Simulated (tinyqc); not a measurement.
CID on RHF in the sto-3g basis, for HeH+, spin multiplicity 1, step by step. Computed by tinyqc, a small Python program that keeps every step (integrals from PySCF). Settings: charge = 1, multiplicity = 1, basis = sto-3g, method = RHF, energy threshold = 1e-10, iteration cap = 65, orthogonalisation = symmetric, start = atomic densities, DIIS depth = 6, ci = CID. Command: `OMP_NUM_THREADS=1 python tinyqc.py 25266 25267 out.jsonl` (the two numbers bound the seeds that draw the settings). One thread of a shared host (Intel(R) Xeon(R) Processor @ 2.60GHz), about 0.1 s of CPU time with the checks. The early iterations of the SCF are left out here.

## One-electron integrals

Geometry (angstrom):
```
atom         x         y         z
He    0.000000  0.000000  0.000000
H     0.000000  0.000000  1.109000
```

Basis sto-3g: exponents (1/bohr^2) and contraction coefficients of normalised primitives:
```
element  l (shell)  exponent  coefficient
He           s (1)  6.362421     0.154329
He           s (1)  1.158923     0.535328
He           s (1)  0.313650     0.444635
H            s (1)  3.425251     0.154329
H            s (1)  0.623914     0.535328
H            s (1)  0.168855     0.444635
```

Overlap, kinetic and nuclear-attraction integrals over the contracted functions; the nuclear repulsion is the sum of Za Zb / Rab.

nuclear repulsion = 0.95433221 hartree

overlap S:
```
          1He 1s     2H 1s
1He 1s  1.000000  0.332124
2H 1s   0.332124  1.000000
```

kinetic energy T (hartree):
```
          1He 1s     2H 1s
1He 1s  1.411763  0.046733
2H 1s   0.046733  0.760032
```

nuclear attraction V (hartree):
```
           1He 1s      2H 1s
1He 1s  -3.818839  -0.860103
2H 1s   -0.860103  -2.161853
```

core Hamiltonian H = T + V (hartree):
```
           1He 1s      2H 1s
1He 1s  -2.407076  -0.813370
2H 1s   -0.813370  -1.401821
```

## Two-electron integrals

Functions are numbered as in S; the eight-fold symmetry (ij|kl) = (ji|kl) = (kl|ij) leaves the list below.

Two-electron integrals (ij|kl) in chemists' order, unique and non-zero (hartree):
```
(11|11) 1.055713   (21|11) 0.249441   (21|21) 0.078360   (22|11) 0.456651
(22|21) 0.197880   (22|22) 0.774606
```

## Orthogonalisation

S = U s U^T; symmetric (Loewdin) form X = U s^(-1/2) U^T, so that X^T S X = 1.

eigenvalues of S: 0.667876  1.332124

X:
```
           1He 1s      2H 1s
1He 1s   1.045027  -0.178609
2H 1s   -0.178609   1.045027
```

## Iteration 11 (converged): orbitals

converged F (hartree):
```
           1He 1s      2H 1s
1He 1s  -1.391254  -0.628770
2H 1s   -0.628770  -0.594690
```

Diagonalise F' = X^T F X, C = X C', fill 1 alpha and 1 beta electrons from the bottom; D = 2 C_occ C_occ^T. Each column has its largest component positive (the first on a tie).

F' = X^T F X (hartree):
```
           1          2
1  -1.303613  -0.336048
2  -0.336048  -0.459111
```

orbital energies (hartree): MO1 -1.421014, MO2 -0.341711

coefficients C:
```
             MO1        MO2
1He 1s  0.927648  -0.513275
2H 1s   0.176045   1.045462
```

D after iteration 11:
```
          1He 1s     2H 1s
1He 1s  1.721062  0.326616
2H 1s   0.326616  0.061984
```

## Convergence

Stop when the energy changes by less than 1e-10 hartree and every element of the error matrix X^T (F D S - S D F) X is below 3e-06.

Course of the cycle:
```
iteration  E (hartree)     change  largest element of the error matrix
1          -2.29064475          -                             1.60e-01
2          -2.84325729  -5.53e-01                             7.94e-02
3          -2.84623967  -2.98e-03                             3.90e-02
4          -2.84654850  -3.09e-04                             3.18e-02
5          -2.84668927  -1.41e-04                             2.78e-02
6          -2.84677238  -8.31e-05                             2.52e-02
7          -2.84682808  -5.57e-05                             2.33e-02
8          -2.84714978  -3.22e-04                             5.61e-04
9          -2.84714996  -1.83e-07                             2.97e-05
10         -2.84714996  -5.10e-10                             2.84e-06
11         -2.84714996  -4.62e-12                             4.13e-07
```

PySCF RHF in the same basis = -2.84714996 hartree

Converged in 11 iterations.

## Integrals over molecular orbitals

(pq|rs) = sum C_ip C_jq C_kr C_ls (ij|kl), one index at a time.

one-electron integrals over orbitals h = C^T H C (hartree):
```
           1          2
1  -2.380468   0.172772
2   0.172772  -1.293400
```

Two-electron integrals over orbitals (pq|rs), unique and non-zero (hartree):
```
(11|11) 0.959454    (21|11) -0.172772   (21|21) 0.101304    (22|11) 0.526497
(22|21) 0.070312    (22|22) 0.746592
```

## CID: determinants and Hamiltonian

Hartree-Fock energy = -2.84714996 hartree

Slater-Condon rules over spin orbitals, with the nuclear repulsion added and E(HF) subtracted on the diagonal. Only determinants linked to the reference directly or through others are kept (one block of an abelian symmetry group), so some states are absent.

Occupation strings over the orbitals (2 doubly, a alpha, b beta, 0 empty; spin orbitals ordered 1a 1b 2a 2b ...): 20 02

H - E(HF) between determinants (hartree):
```
          20        02
20  0.000000  0.101304
02  0.101304  1.961274
```

## CID: roots

Diagonalise (each vector has its largest component positive (the first on a tie)); all determinants have Ms = 0, so triplets appear too. The lowest singlet root is the correlation energy.

lowest roots of this matrix, relative to E(HF) (hartree): -0.005219  1.966492

lowest vectors:
```
       root 1    root 2
20   0.998676  0.051447
02  -0.051447  0.998676
```

<S^2> of these roots: 0.000000  0.000000

weight of the ground state by excitation level 0, 1, 2, ...: 0.997353  0.000000  0.002647
